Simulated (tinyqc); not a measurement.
# Gated graphene, quantum capacitance, step by step

tinyqc, about 0.01 s, one thread, Intel Xeon 2.30GHz (shared host): `OMP_NUM_THREADS=1 python tinyqc.py 2200054 2200055 out.jsonl` Printed values are rounded.

phi is the Fermi level above the Dirac point, in volts; Vg is counted from the gate voltage of charge neutrality. Ideal linear bands, no charge puddles.

Inputs (values chosen for the exercise); values close to those of graphene:
- T = 300 K (temperature)
- eox = 3.9 (relative permittivity of the gate insulator (close to silicon dioxide))
- tox = 9.6 nm (insulator thickness)
- vF = 1.11e6 m/s (Fermi velocity)
- Dit = 4.1e11 cm^-2 eV^-1 (density of traps)
- Vg = 1.14 V (gate voltage)

Constants: q = 1.602176634e-19 C, kB = 1.380649e-23 J/K, hbar = 1.054571817e-34 J s, Vt = kB T/q, eps0 = 8.8541878128e-14 F/cm where lengths are in cm. Results are converted to the units shown.

## Gate capacitance

Cox = eps0 eox/tox.

Cox = 0.359701 uF/cm^2

## Starting value

phi = Vg.

phi at the start = 1.14 V

## Iteration 1: new phi

N0 = (2/pi)(kB T/(hbar vF))^2; n = N0 F1(phi/Vt), p = N0 F1(-phi/Vt), F1(e) = int_0^infinity u du/(1 + exp(u - e)) = -Li2(-exp(e)); Cq = q d(n - p)/dphi = (q N0/Vt) ln[2 (1 + cosh(phi/Vt))]. Newton: f = phi + q (n - p + Dit phi)/Cox - Vg, phi(new) = phi - f/(1 + (Cq + q Dit)/Cox).

n = 7.76277e13 cm^-2
p = 5.62774e-9 cm^-2
Cq = 21.7830 uF/cm^2
f = 34.7850 V
phi after iteration 1 = 0.576600 V

## Iteration 2: new phi

As before.

n = 1.99565e13 cm^-2
p = 16.4072 cm^-2
Cq = 11.0176 uF/cm^2
f = 8.43091 V
phi after iteration 2 = 0.311582 V

## Course of the iteration

Stop when the step is below 1e-10 V, or after 40 iterations.

Course of the iteration:

| iteration | phi before the step (V) | step (V) |
|---|---|---|
| 1 | 1.14 | -0.563 |
| 2 | 0.576600 | -0.265 |
| 3 | 0.311582 | -0.105 |
| 4 | 0.206391 | -0.0242 |
| 5 | 0.182199 | -1.43e-3 |
| 6 | 0.180769 | -5.02e-6 |
| 7 | 0.180764 | -6.20e-11 |

Converged in 7 iterations.

## Charge and capacitances at the solution

converged phi = 0.180764 V

N0 = (2/pi)(kB T/(hbar vF))^2; n = N0 F1(phi/Vt), p = N0 F1(-phi/Vt), F1(e) = int_0^infinity u du/(1 + exp(u - e)) = -Li2(-exp(e)); Cq = q d(n - p)/dphi = (q N0/Vt) ln[2 (1 + cosh(phi/Vt))]. 1/C_G = 1/Cox + 1/(Cq + q Dit); dphi/dVg = Cox/(Cox + Cq + q Dit).

n - p = 2.07945e12 cm^-2
Cq = 3.45493 uF/cm^2
C_G = 0.326357 uF/cm^2
dphi/dVg = 0.0926989

C_G is 90.7 % of Cox; 15.9 % of the gate voltage has gone into phi.
